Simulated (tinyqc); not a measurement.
Inside a calculation. Model: on-chip power grid, static voltage drop by conjugate gradients.

tinyqc, about 0.09 s, one thread, Intel Xeon 2.30GHz (shared host): `OMP_NUM_THREADS=1 python tinyqc.py 2770160 2770161 out.jsonl` Printed values are rounded.

A grid of 4 rows and 3 columns, node k = 3 row + column. Neighbours in a row are joined by Rx, in a column by Ry; pad nodes, which reach the supply through Rp: 0, 2, 9, 11. Each node draws I0, node 5 draws kh I0. The drops u = Vdd - V solve G u = i, with G the conductance matrix (1/Rp added on the diagonal at pad nodes).

Parameters, values chosen for the exercise: supply voltage Vdd = 0.9 V; resistance of a horizontal segment Rx = 0.55 ohm; resistance of a vertical segment Ry = 0.23 ohm; resistance from a pad node to the supply Rp = 0.11 ohm; load current of an ordinary node I0 = 2.8 mA; factor on the load at the hot node kh = 8.

## Diagonal of G, loads and first direction

G_kk = sum of the conductances at node k. Start u = 0, so the residual is r = i; p = r.

G_kk (S):
```
         col 0    col 1    col 2
row 0  15.2569  7.98419  15.2569
row 1  10.5138  12.3320  10.5138
row 2  10.5138  12.3320  10.5138
row 3  15.2569  7.98419  15.2569
```

r at the start (mA):
```
       col 0  col 1  col 2
row 0    2.8    2.8    2.8
row 1    2.8    2.8   22.4
row 2    2.8    2.8    2.8
row 3    2.8    2.8    2.8
```

p at the start (mA):
```
       col 0  col 1  col 2
row 0    2.8    2.8    2.8
row 1    2.8    2.8   22.4
row 2    2.8    2.8    2.8
row 3    2.8    2.8    2.8
```

## Iteration 1: conjugate-gradient step

u at the start (mV):
```
       col 0  col 1  col 2
row 0      0      0      0
row 1      0      0      0
row 2      0      0      0
row 3      0      0      0
```

q = G p; a = (r.r)/(p.q); u(new) = u + a p; r(new) = r - a q; b = (r.r)(new)/(r.r); p(new) = r(new) + b p.

q (mA S):
```
        col 0    col 1    col 2
row 0  25.455    0.000  -59.763
row 1   0.000  -35.636  206.071
row 2   0.000    0.000  -85.217
row 3  25.455    0.000   25.455
```

a = 0.135983 ohm

u after iteration 1 (mV):
```
         col 0    col 1    col 2
row 0  0.38075  0.38075  0.38075
row 1  0.38075  0.38075  3.04601
row 2  0.38075  0.38075  0.38075
row 3  0.38075  0.38075  0.38075
```

r after iteration 1 (mA):
```
         col 0   col 1    col 2
row 0  -0.6614  2.8000  10.9267
row 1   2.8000  7.6459  -5.6221
row 2   2.8000  2.8000  14.3881
row 3  -0.6614  2.8000  -0.6614
```

b = 0.777193

p after iteration 1 (mA):
```
        col 0   col 1    col 2
row 0  1.5148  4.9761  13.1028
row 1  4.9761  9.8221  11.7871
row 2  4.9761  4.9761  16.5642
row 3  1.5148  4.9761   1.5148
```

## Iteration 2: conjugate-gradient step

As before.

q (mA S):
```
        col 0    col 1    col 2
row 0  -7.572  -29.552  139.613
row 1   6.239   47.377  -22.918
row 2  15.049  -42.138  107.272
row 3  -7.572   12.587  -57.955
```

a = 0.130475 ohm

u after iteration 2 (mV):
```
         col 0    col 1    col 2
row 0  0.57839  1.03001  2.09035
row 1  1.03001  1.66229  4.58393
row 2  1.03001  1.03001  2.54197
row 3  0.57839  1.03001  0.57839
```

r after iteration 2 (mA):
```
         col 0    col 1     col 2
row 0  0.32662  6.65576  -7.28940
row 1  1.98601  1.46446  -2.63179
row 2  0.83642  8.29803   0.39175
row 3  0.32662  1.15773   6.90034
```

b = 0.501824

p after iteration 2 (mA):
```
        col 0    col 1    col 2
row 0  1.0868   9.1529  -0.7141
row 1  4.4832   6.3934   3.2832
row 2  3.3336  10.7952   8.7041
row 3  1.0868   3.6549   7.6605
```

## Course of the conjugate-gradient iteration

Stop when |r| is below 1e-9 mA.

Course of the iteration:
```
iteration  largest u (mV)  |r| (mA)
1                 3.04601      21.4
2                 4.58393      15.1
3                 5.04072      9.63
4                 5.08137      6.39
5                 5.04670      1.86
6                 5.03169      1.03
7                 5.02154     0.180
8                 5.02041    0.0283
9                 5.02058    0.0126
10                5.02055   1.61e-3
11                5.02056   2.82e-5
12                5.02055   < 1e-11
```

Converged in 12 iterations for 12 unknowns; in exact arithmetic the method needs at most 12. The condition number of the matrix is 13.7. Gauss-Seidel sweeps in node order need 77 to reach the same residual.

## Worst drop, pad currents and power lost

converged u (mV):
```
         col 0    col 1    col 2
row 0  1.19914  2.99336  1.97097
row 1  2.31212  3.52722  5.02055
row 2  2.27297  3.30072  3.54262
row 3  1.16003  2.75884  1.52185
```

Pad current u/Rp; worst drop as a share of Vdd; power lost in the grid and pads sum_k i_k u_k; power delivered sum_k i_k (Vdd - u_k).

worst drop = 5.02055 mV
share of Vdd = 0.557839 %
pad currents (mA): node 0 10.9013, node 2 17.9179, node 9 10.5458, node 11 13.8350
power lost = 0.186828 mW
power delivered = 47.6932 mW

The pad currents add up to the total load, 53.20 mA. The worst drop is at node 5; the hot node is 5.
